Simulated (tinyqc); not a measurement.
# Small-signal admittance of a forward-biased p+-n diode, step by step

Program tinyqc, `OMP_NUM_THREADS=1 python tinyqc.py 2890191 2890192 out.jsonl`; Intel Xeon 2.30GHz, shared host, one thread, about 0.01 s. Printed values are rounded.

Holes injected into a neutral base of width wb with an ohmic contact at its end; low injection, p0 far above the equilibrium density. A small voltage v exp(i w t), w = 2 pi f, modulates the edge density by p0 v/Vt, and the small-signal density obeys Dp d2p/dx2 = (1/tau + i w) p.

Parameters, values chosen for the exercise; permittivity close to that of gallium arsenide:
- T = 275 K (temperature)
- eps_r = 12.9 (relative permittivity)
- Nd = 5.1e15 cm^-3 (donor density of the base)
- Dp = 6.2 cm^2/s (hole diffusion coefficient)
- tau = 1e-7 s (hole lifetime)
- wb = 17 um (width of the neutral base)
- p0 = 1.4e12 cm^-3 (excess hole density at the junction edge)
- Na = 1e19 cm^-3 (acceptor density of the p+ side)
- f = 3.3e5 Hz (signal frequency)

Constants: q = 1.602176634e-19 C, kB = 1.380649e-23 J/K, Vt = kB T/q, eps0 = 8.8541878128e-14 F/cm where lengths are in cm. Results are converted to the units shown.

## Closed-form admittance

L = sqrt(Dp tau); direct current J = (q Dp p0/L) coth(wb/L); k = sqrt(1 + i w tau)/L; diffusion admittance Y = (q Dp p0/Vt) k coth(k wb) = G + i w C_diff; junction capacitance C_j = sqrt(q eps0 eps_r Nd/(2 Vr)) in the depletion approximation, with the remaining barrier Vr = Vt ln(Na/p0), a rough value under forward bias; base-width modulation is left out.

L = 7.87401 um
J = 0.00181389 A/cm^2
k wb = 2.17045+0.22265i
Y = 0.0767906+0.0070075i S/cm^2
C_diff = 0.00337963 uF/cm^2
C_j = 0.0353237 uF/cm^2

G is 1.00 times its low-frequency value J/Vt, and C_diff is 0.0957 times C_j.

## The same by finite differences

6 equal intervals, h = wb/6; u = small-signal density over its edge value, u_0 = 1, u_6 = 0; u_(i-1) + b u_i + u_(i+1) = 0 with b = -2 - h^2 (1/tau + i w)/Dp; Y = (q Dp p0/(Vt h)) (-b/2 - u_1), which includes the half box at the edge.

b = -2.12948-0.02685i
u, node 1 to 5: [0.687911-0.022167i, 0.465488-0.028735i, 0.304107-0.026527i, 0.182815-0.019589i, 0.085720-0.010280i]
Y on the mesh = 0.0780498+0.0073715i S/cm^2

Against the closed form the real part is 1.6 % above it and the imaginary part 5.2 % above it; |k h| = 0.36.
